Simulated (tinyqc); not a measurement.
Band offset from the macroscopic average of a supercell potential: one step. The potential line-up.

Parameters, chosen for this exercise (out of a larger set: gaps near those of Si and SiO2; not measured data): h = 0.3 angstrom (grid step).

macroscopic average (eV): [-6.79915, -7.34324, -7.74885, -7.99730, -8.14297, -8.21356, -8.24077, -8.25494, -8.26328, -8.27031, -8.27699, -8.28360, -8.29020, -8.29680, -8.30340, -8.31000, -8.31660, -8.32320, -8.32980, -8.33640, -8.34299, -8.34951, -8.35568, -8.36054, -8.35957, -8.34556, -8.29354, -8.17256, -7.94819, -7.56337, -7.03569, -6.50559, -6.11399, -5.87946, -5.74589, -5.67984, -5.65131, -5.63582, -5.62616, -5.61781, -5.60981, -5.60188, -5.59396, -5.58604, -5.57812, -5.57021, -5.56241, -5.55487, -5.54681, -5.53701, -5.53440, -5.56975, -5.67413, -5.88381, -6.26334]

Question. Read the macroscopic average in the middle of each region, j = 15 and j = 42, and its slope in A by a central difference over two points each way.

Give: plateau in A; plateau in B; dV = B - A; slope in A.

Answer.

plateau in A = -8.310 eV
plateau in B = -5.594 eV
dV = B - A = 2.716 eV
slope in A = -0.022 eV/angstrom

The average is tilted: the interfaces carry opposite charges, and the potential changes by -0.20 eV across A and by as much the other way across B. Reading both regions at their mid-points (to within half a grid step), or extrapolating both lines to one interface, removes the tilt from dV.

Program tinyqc; command `OMP_NUM_THREADS=1 python tinyqc.py 1880848 1880849 out.jsonl`; about 0.01 s on one thread of a shared Intel(R) Xeon(R) Processor @ 2.30GHz.
